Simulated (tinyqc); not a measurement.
Limits against temperature: thermal and gravitational stress in a wafer during furnace and rapid thermal processing, and the onset of slip. Computed by tinyqc, a small Python program. Command: `OMP_NUM_THREADS=1 python tinyqc.py 3000946 3000947 out.jsonl slip walk`. One thread of a shared host (Intel(R) Xeon(R) Processor @ 2.30GHz), about 0.01 s of CPU time with the checks.

A thin free disc in plane stress, isotropic; T(r) = T_centre + dT (r/R)^n. Stress is positive in tension; sigma_SB = 5.670374419e-8 W/(m^2 K^4), g = 9.80665 m/s^2.

Inputs (values chosen for the exercise, for a model wafer):

| quantity | value | unit |
|---|---|---|
| wafer radius R | 225 | mm |
| thickness t | 925 | micrometre |
| Young's modulus E | 158 | GPa |
| expansion alpha | 4.22 | 1e-6/K |
| prefactor A of the critical stress | 0.00047 | MPa |
| energy U of the critical stress | 1.12 | eV |
| density rho | 2330 | kg/m^3 |
| heat capacity c | 968 | J/(kg K) |
| conductivity k | 23.6 | W/(m K) |
| wafer spacing s | 11 | mm |

Constants: k_B = 8.617333262e-05 eV/K.

Method. Critical resolved stress tau_c = A exp(U/(k_B T)), a form chosen for the exercise; slip when 0.492799 |s_tt(R)| > tau_c; allowed |dT| = tau_c (n + 2)/(0.492799 n alpha E). In a stack heated from the rim, heat flows inward by conduction and by radiation between wafers: k_eff = k + (16/3) sigma_SB T^3 s^2/t (a diffusion estimate with the spacing as path length). A steady ramp gives the parabolic lag dT = rho c (ramp) R^2/(4 k_eff); the allowed ramp uses n = 2.

For the parabolic profile:

| T (K) | tau_c (MPa) | allowed \|dT\| (K) | k_eff (W/(m K)) | allowed ramp (K/min) |
|---|---|---|---|---|
| 1050 | 111.65 | 679.60 | 69.40 | 99.128 |
| 1125 | 48.92 | 297.76 | 79.93 | 50.023 |
| 1200 | 23.76 | 144.64 | 91.96 | 27.957 |
| 1275 | 12.57 | 76.49 | 105.59 | 16.976 |
| 1350 | 7.13 | 43.41 | 120.93 | 11.036 |
| 1425 | 4.30 | 26.16 | 138.07 | 7.591 |
| 1500 | 2.72 | 16.58 | 157.11 | 5.475 |

From 1050 to 1500 K the allowed difference falls 41 times and the allowed ramp 18 times; radiation, which grows as T^3, gives back a factor 2.26. Ramps must slow as the wafer gets hotter.
